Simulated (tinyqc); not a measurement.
What moves the results: three-level Kane dispersion of a narrow-gap semiconductor. A value that a table varies takes the place of the one given here.

Zero of energy at Gamma8, c = hbar^2/2m0, P^2 = Ep c. The free-electron term and remote bands are left out, so the heavy holes are flat at E = 0 and the other three bands obey E (E - Eg)(E + Dso) = P^2 k^2 (E + 2 Dso/3). The conduction band is the highest root; its edge is Ec = max(Eg, 0).

Degenerate electrons at T = 0: kF = (3 pi^2 n)^(1/3), 1 cm^-3 = 1e-24 angstrom^-3; EF is the highest root at kF. The momentum (cyclotron, optical) mass is m(E) = hbar^2 k/(dE/dk) = c d(k^2)/dE with d(k^2)/dE = k^2 [1/E + 1/(E - Eg) + 1/(E + Dso) - 1/(E + 2 Dso/3)]; the density of states is k d(k^2)/dE/(2 pi^2).

Edge mass m0* = Eg (Eg + Dso)/(Ep (Eg + 2 Dso/3)).
Constants: hbar^2/2m0 = 3.80998211 eV angstrom^2.

Values chosen for the exercise (near those of InAs; the results hold for these values, not for the real material): Eg = 0.411 eV (E(Gamma6) - E(Gamma8)); Dso = 0.39 eV (spin-orbit splitting); Ep = 20.9 eV (Kane energy); k = 0.028 1/angstrom (wave vector); n = 4.2e+16 cm^-3 (electron density).

## Filling the band

n from 1e15 to 1e19 cm^-3. The last column is the local power d ln(EF - Ec)/d ln n = kF^2/(1.5 (EF - Ec) d(k^2)/dE).

Results:
```
n (cm^-3)  kF (1/angstrom)  EF - Ec (meV)  parabolic (meV)   m(EF)  m(EF)/m0*  power
1.0e+15            0.00309            1.5              1.6  0.0236       1.01  0.664
1.0e+16            0.00667            7.1              7.2  0.0242       1.03  0.657
3.0e+16            0.00961           14.5             15.0  0.0250       1.06  0.647
1.0e+17            0.01436           31.3             33.5  0.0267       1.14  0.627
3.0e+17            0.02071           61.4             69.6  0.0297       1.27  0.597
1.0e+18            0.03094          122.7            155.3  0.0359       1.53  0.552
3.0e+18            0.04462          219.4            323.1  0.0455       1.94  0.506
1.0e+19            0.06665          392.4            721.0  0.0625       2.66  0.460
```

The power falls from 0.664 to 0.460: 2/3 marks a parabola, 1/3 a linear band. The parabola is within 10 % up to n = 1.0e+17 cm^-3. The mass has doubled by n = 1.0e+19 cm^-3 and ends at 2.7 times its edge value.

## Closing and inverting the gap

Eg is varied at fixed k, Dso and Ep. Edge mass: Eg (Eg + Dso)/(Ep (Eg + 2 Dso/3)) for Eg > 0, 3 |Eg|/(2 Ep) for Eg < 0. The Gamma6 weight of the conduction state is 1/(1 + P^2 k^2 [(2/3)/E^2 + (1/3)/(E + Dso)^2]).

Results:
```
Eg (eV)      m0*  highest root (eV)  middle (eV)  lowest (eV)  E - Ec (meV)  Gamma6 weight
-0.200   0.01435             0.1389      -0.2380      -0.4909         138.9          0.310
-0.100   0.00718             0.1749      -0.1995      -0.4654         174.9          0.412
-0.040   0.00287             0.2016      -0.1772      -0.4545         201.6          0.480
-0.010   0.00072             0.2165      -0.1666      -0.4499         216.5          0.514
0.010    0.00071             0.2270      -0.1599      -0.4472         217.0          0.537
0.040    0.00274             0.2437      -0.1502      -0.4434         203.7          0.570
0.100    0.00651             0.2798      -0.1327      -0.4371         179.8          0.634
0.200    0.01227             0.3479      -0.1087      -0.4291         147.9          0.723
```

The edge mass vanishes with |Eg| from both sides, yet the kinetic energy at this k stays finite, at most 217.0 meV in the table; at Eg = 0 the two-level form, without the split-off band, gives the linear value sqrt(2/3) P k = 204.0 meV. The Gamma6 weight of the conduction state goes smoothly from 0.31 to 0.72 and is 0.51 and 0.54 in the two rows next to Eg = 0: at finite k nothing jumps at the inversion.

## What each parameter does

Edge mass, EF - Ec and m(EF). Each row changes one parameter from the base and keeps the others.

Results:
```
case               m0* (m0)  EF - Ec (meV)  m(EF) (m0)
base                0.02347          18.06     0.02533
n = 8.4e+16 cm^-3   0.02347          28.07     0.02635
Eg = 0.4726 eV      0.02663          16.06     0.02826
Dso = 0.4485 eV     0.02381          17.81     0.02566
Ep = 17.765 eV      0.02762          15.43     0.02948
```

The largest shifts from the base row, up to three for each result and ties (the steps differ in size, so this ranks the rows, not the parameters). m0* (m0): Ep +0.00414, Eg +0.00315, Dso +0.00033; unchanged at the printed digits by n. EF - Ec (meV): n +10.02, Ep -2.62, Eg -2.00. m(EF) (m0): Ep +0.00415, Eg +0.00293, n +0.00102.

Run: tinyqc, `OMP_NUM_THREADS=1 python tinyqc.py 1051165 1051166 out.jsonl`; Intel(R) Xeon(R) Processor @ 2.30GHz, one thread, shared host; about 0.01 s of CPU time with all checks.
